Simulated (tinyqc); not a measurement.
Chemical-mechanical planarisation: Preston law, pattern density and step-height reduction: one step, computed by the program tinyqc.

A row of 8 cells, repeated periodically, holds raised features that cover a share rho of each cell.

Task: Effective density. The stiff pad averages the density: rho_eff(i) = sum_j w_ij rho_j / sum_j w_ij, w = exp(-2 d^2/L^2), L the planarisation length and d the distance between cell centres, summed over all periodic images of cell j.

Inputs (values chosen for the exercise, close to those used for oxide polishing): cell size = 1.6 mm; planarisation length = 4.5 mm.

local pattern densities, cell by cell: 0.4  0.2  0.3  0.8  0.1  0.4  0.7  0.25

Give: normalised weights (images included) for cells 0, 1, 2, ... apart; effective densities.

Result:

normalised weights (images included) for cells 0, 1, 2, ... apart: 0.28369  0.22031  0.10322  0.02966  0.00993

effective densities: 0.35242  0.34703  0.38326  0.41212  0.41328  0.42085  0.42603  0.39501

Local densities span 0.1 to 0.8, effective ones 0.347 to 0.426.
